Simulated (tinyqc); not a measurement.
# AlGaN/GaN HEMT with access regions, lumped model: several studies

A polarisation-induced electron sheet under a Schottky gate, in series with two ungated access regions and contacts. Drift law v = mu E/(1 + mu E/vs) under the gate. Currents in mA/mm, resistances in ohm mm. No self-heating, no channel-length modulation; fits for polarisation, barrier and offset are chosen for the exercise.

Inputs (values chosen for the exercise); values close to those of AlGaN/GaN structures:
```
symbol,value,unit,meaning
x,0.27,,aluminium share of the barrier
d,12,nm,barrier thickness
eps_r,9.4,,relative permittivity of barrier and channel
mu,1500,cm^2/(V s),channel mobility
vs,1.1e7,cm/s,saturation velocity
Lg,0.5,um,gate length
Ls,2,um,source access length
Ld,12,um,drain access length
Rc,0.25,ohm mm,resistance of each contact
ft,0,,share of the drain-access electrons removed by traps
Vg,1,V,gate voltage
Ec,2.8,MV/cm,critical field
te,0.23,um,depth over which the depleted charge spreads
ei,7.5,,relative permittivity of that insulator
```

Constants: q = 1.602176634e-19 C, eps0 = 8.8541878128e-14 F/cm where lengths are in cm. Results are converted to the units shown.

Each table varies one quantity; the others keep the values above.

## Field plate: effect of the insulator under the field plate

sigma = (5e13 x + 1.6e13 x^2) cm^-2, phiB = 0.84 + 1.3 x, dEc = 0.7 (1.71 x + x^2) in volts, Cb = eps0 eps_r/d, VT = phiB - dEc - q sigma/Cb, access density n0 = -Cb VT/q. Off state: a depleted stretch that holds the voltage V has the peak field sqrt(k V), k = 2 q n0/(eps0 eps_r te), so one edge holds V1 = Ec^2/k. The sheet under the plate pinches off at Vf = q n0 (1/Cb + tf/(eps0 ei)); beyond it the gate edge is screened. BV = V1 if Vf >= V1, else Vf + V1, and at most Ec Ld.

The same in every row: V1 (V) = 42.08; Ec Ld (V) = 3360.

Result of one run:
```
tf (nm),Vf (V),BV (V)
240,67.02,42.08
```

What becomes of these results when the insulator under the field plate tf is changed from 240 to 22 nm, all else the same?

Result of the changed run:
```
tf (nm),Vf (V),BV (V)
22,8.479,50.56
```

The whole series:
```
tf (nm),Vf (V),BV (V)
15,6.599,48.68
22,8.479,50.56
32,11.16,53.24
48,15.46,57.54
72,21.91,63.99
110,32.11,74.19
160,45.54,42.08
240,67.02,42.08
```

BV goes from 48.7 through a maximum of 74.2 (at tf = 110 nm among the rows listed) to 42.1 V. The plate helps (Vf < V1) in 6 of the 8 rows, and the access length caps BV in 0. The best thickness makes Vf just under V1, tf = 147 nm, where both edges reach Ec together and BV nears 2 V1.

## Effect of the share of the drain-access electrons removed by traps

Access resistance R(L, n) = L/(q mu n sqrt(1 - (I/(q n vs))^2)); Rs = Rc + R(Ls, n0), Rd = Rc + R(Ld, (1 - ft) n0). Vg' = Vg - I Rs, Vd' = Vd - I (Rs + Rd); with u = Vg' - VT, Vc = vs Lg/mu and w the smaller of Vd' and Vc [sqrt(1 + 2 u/Vc) - 1] (0 if negative), the channel gives (mu Cb/Lg)(u w - w^2/2)/(1 + w/Vc). I equals that channel current. Isat is I at Vd = 10 V, gm = dIsat/dVg, Ron the limit of Vd/I at small Vd.

The same in every row: VT (V) = -2.571; n0 (cm^-2) = 1.113e13.

Effect of the share of the drain-access electrons removed by traps:
```
ft,Ron (ohm mm),Isat (mA/mm),gm (mS/mm)
0,5.868,1050,305.0
0.1,6.367,1050,305.0
0.2,6.990,1040,120.2
0.3,7.791,942.7,23.56
0.4,8.859,824.5,8.794
0.5,10.35,697.8,3.781
0.6,12.60,565.6,1.656
0.7,16.34,429.1,0.6779
```

As ft goes from 0 to 0.7, Ron rises from 5.87 to 16.3 ohm mm, Isat falls from 1050 to 429 mA/mm and gm falls from 305 to 0.678 mS/mm. The ceiling Cb vs is 763 mS/mm. For ft = 0 to 0.6 the power passes 5 W/mm, where self-heating, left out here, lowers the current. For ft = 0.2 to 0.7 the gated channel is not yet saturated at 10 V, because the access regions take the voltage, and gm drops. In every row Vg comes within 0.2 V of phiB or passes it, so at low drain current, as for Ron, the Schottky gate would conduct.

## Effect of the aluminium share of the barrier

Same model as above.

Result of one run:
```
x,VT (V),n0 (cm^-2),Ron (ohm mm),Isat (mA/mm),gm (mS/mm)
0.32,-3.273,1.417e13,4.724,1378,334.3
```

What becomes of these results when the aluminium share of the barrier x is changed from 0.32 to 0.22, all else the same?

Result of the changed run:
```
x,VT (V),n0 (cm^-2),Ron (ohm mm),Isat (mA/mm),gm (mS/mm)
0.22,-1.891,8.187e12,7.782,744.4,266.9
```

The whole series:
```
x,VT (V),n0 (cm^-2),Ron (ohm mm),Isat (mA/mm),gm (mS/mm)
0.12,-0.5970,2.584e12,23.34,217.9,135.7
0.17,-1.233,5.338e12,11.63,466.0,214.7
0.22,-1.891,8.187e12,7.782,744.4,266.9
0.27,-2.571,1.113e13,5.868,1050,305.0
0.32,-3.273,1.417e13,4.724,1378,334.3
0.37,-3.997,1.730e13,3.963,1729,357.9
0.42,-4.743,2.053e13,3.421,2100,377.5
```

As x goes from 0.12 to 0.42, Ron falls from 23.3 to 3.42 ohm mm, Isat rises from 218 to 2100 mA/mm and gm rises from 136 to 377 mS/mm. VT falls from -0.597 to -4.74 V. For x = 0.22 to 0.42 the power passes 5 W/mm, where self-heating, left out here, lowers the current. For x = 0.12 to 0.27 Vg comes within 0.2 V of phiB or passes it, so at low drain current, as for Ron, the Schottky gate would conduct.

Program tinyqc, `OMP_NUM_THREADS=1 python tinyqc.py 2570168 2570169 out.jsonl`; Intel Xeon 2.30GHz, shared host, one thread, about 0.03 s.
